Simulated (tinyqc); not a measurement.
Contact resistivity and sheet resistance from two contact lengths.

Question. Rc = [sqrt(rc Rsh)/Wc] coth(Lc/(2 LT)), LT = sqrt(rc/Rsh), Wc = 40 nm; the second contact is twice as long as the first. Find LT, rc and Rsh.

Rc for Lc = 14 and 28 nm (ohm): 652.163487  339.881964

Answer. With t = tanh(Lc/(2 LT)) for the shorter contact, the resistance of the longer over that of the shorter is (1 + t^2)/2. Then sqrt(rc Rsh) = Rc t Wc, and rc and Rsh follow by multiplying and dividing by LT.

LT = 33.54 nm
rc = 1.800e-9 ohm cm^2
Rsh = 160.0 ohm

Computed by the program tinyqc: `OMP_NUM_THREADS=1 python tinyqc.py 2170021 2170022 out.jsonl`, one thread of a shared Intel Xeon 2.30GHz, about 0.05 s for the whole run.
